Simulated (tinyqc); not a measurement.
Electron-beam lithography: double-Gaussian proximity function, edge placement and dose correction for parallel lines: one step, computed by the program tinyqc.

Lines are infinitely long. Absorbed energy is counted so that the middle of a very large area written at dose 1 receives 1; the resist develops where it exceeds 1/2.

Problem. Dose correction. Uncorrected edge energies are M 1. Solve M d = 1/2 for the doses d that put the mean edge energy of every line at the threshold.

M:
```
           1          2          3          4
1  0.2710769  0.1280162  0.0145767  0.0015064
2  0.0041778  0.4019314  0.0232736  0.0025913
3  0.0024321  0.1176108  0.2965400  0.0036298
4  0.0021045  0.1089432  0.0304931  0.2696221
```

Give: edge energies at dose 1; corrected doses; largest over smallest dose.

Solution.

edge energies at dose 1: 1 0.4152, 2 0.4320, 3 0.4202, 4 0.4112

corrected doses: 1 1.228, 2 1.154, 3 1.203, 4 1.243

largest over smallest dose = 1.077
